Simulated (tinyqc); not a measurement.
# FinFET, parasitic resistance, capacitance and delay, step by step

Computed by the program tinyqc: `OMP_NUM_THREADS=1 python tinyqc.py 2170070 2170071 out.jsonl`, one thread of a shared Intel Xeon 2.30GHz, about 0.03 s for the whole run. Printed values are rounded.

Nf fins under one contact; each has gated perimeter p = 2 Hf + Wf and cross-section A = Hf Wf; contact width Wc = Nf pf, stack height Hs = Hf. Contact length Lc = CPP - Lg - 2 Lsp, shared by two neighbouring gates. Source and drain sides are equal. The formulas are first-order estimates, not field solutions.

Parameters, values chosen for the exercise; values close to those of silicon logic devices: temperature T = 300 K; number of fins Nf = 4; fin height Hf = 60 nm; fin width Wf = 8 nm; fin pitch pf = 30 nm; contacted gate pitch CPP = 45 nm; gate length Lg = 18 nm; spacer length Lsp = 5 nm; relative permittivity of the spacer ks = 7; gate height above the channel stack Hc = 15 nm; contact resistivity rc = 1.9e-9 ohm cm^2; resistivity of the source-drain epitaxy re = 0.00058 ohm cm; current-carrying depth of the epitaxy te = 20 nm; resistivity of the extension rx = 0.0011 ohm cm; gate overlap Lov = 1 nm; inversion capacitance Cinv = 3.4 uF/cm^2; injection velocity vx = 1.4e7 cm/s; apparent mobility mu = 130 cm^2/(V s); threshold at zero drain voltage VT = 0.28 V; barrier lowering dl = 0.032 V/V; subthreshold factor n = 1.19; wire load Cw = 0.31 fF; supply voltage Vdd = 0.6 V.

Constants: q = 1.602176634e-19 C, kB = 1.380649e-23 J/K, eps0 = 8.8541878128e-12 F/m, Vt = kB T/q. Results are converted to the units shown.

## Geometry and resistances

Epitaxy sheet resistance Rsh = re/te, transfer length LT = sqrt(rc/Rsh), contact Rc = [sqrt(rc Rsh)/Wc] coth(Lc/(2 LT)); extension of one fin Rx = rx Lsp/A. Effective width N p; for equal currents one side has Rc + Rx/N.

Lc = 17 nm
effective width = 512 nm
Rsh = 290 ohm
LT = 25.59634 nm
Rc = 193.0719 ohm
Rx = 114.5833 ohm
one side times effective width = 113.5195 ohm um

Lc/2 is 0.33 transfer lengths, and Rc is 3.6 % above the area limit rc/(Wc Lc/2). The contact makes up 87.1 % of one side.

## Capacitances

With N fins: gate Cg = Cinv p N Lg; per side, plate Cp = ks eps0 [Wc (Hs + Hc) - N A]/Lsp, top fringe Cf = (2/pi) ks eps0 Wc ln(1 + Lg/(2 Lsp)), overlap Co = Cinv p N Lov. Cs = Cp + Cf + Co. An inverter of two such devices driving an equal one has the load CL = 2 (Cg + 2 Cs) + 4 Cs + Cw (its own drains counted twice for the Miller effect).

Cg = 313.3440 aF
Cp = 87.76271 aF
Cf = 4.875115 aF
Co = 17.40800 aF
CL = 1817.055 aF

The channel capacitance gives 34.5 % of CL, the parasitic parts 48.5 % and the wire 17.1 %.

## Iteration 1: fin currents at Vgs = Vdd, Vds = Vdd/2

I at the start (uA): fin 1 0, fin 2 0, fin 3 0, fin 4 0

One fin: I = p Q vx u/(1 + |u|^1.8)^(1/1.8), Q = Cinv n Vt ln(1 + exp((Vg' - VT + dl Vd')/(n Vt))), u = Vd' mu/(vx Lg), Vg' = Vgs - v, Vd' = Vds - 2 v, with the drop on each side v = Rc (sum of I) + Rx I. I(new) = I + 0.5 (I(out) - I).

drop v (mV): fin 1 0, fin 2 0, fin 3 0, fin 4 0
I(out) (uA): fin 1 163.0131, fin 2 163.0131, fin 3 163.0131, fin 4 163.0131
I after iteration 1 (uA): fin 1 81.50654, fin 2 81.50654, fin 3 81.50654, fin 4 81.50654

## Iteration 2: fin currents at Vgs = Vdd, Vds = Vdd/2

As before.

drop v (mV): fin 1 72.28579, fin 2 72.28579, fin 3 72.28579, fin 4 72.28579
I(out) (uA): fin 1 92.78487, fin 2 92.78487, fin 3 92.78487, fin 4 92.78487
I after iteration 2 (uA): fin 1 87.14571, fin 2 87.14571, fin 3 87.14571, fin 4 87.14571

## Course of the iteration: fin currents at Vgs = Vdd, Vds = Vdd/2

Stop when the largest change of I is below 1e-6 uA, or after 80 iterations.

Course of the iteration:
```
iteration  total I (uA)  largest |change| of one entry (uA)
1              326.0262                                81.5
2              348.5828                                5.64
3              348.7034                              0.0301
4              348.7034                             1.53e-5
5              348.7034                             7.33e-9
```

Converged in 5 iterations. The changes do not fall evenly; from iteration 1 to 5 they shrink by a factor of 320 a step on average.

## Effective current, delay and energy

IH = I(Vdd, Vdd/2) = 348.7034 uA
IL = I(Vdd/2, Vdd), solved likewise = 76.22979 uA

Ieff = (IH + IL)/2, delay CL Vdd/(2 Ieff), energy CL Vdd^2, with CL the load of an inverter that drives an equal one.

Ieff = 212.4666 uA
delay = 2.565657 ps
energy = 654.1397 aJ

Without any series resistance Ieff would be 379 uA, so the resistances cost 44.0 %.
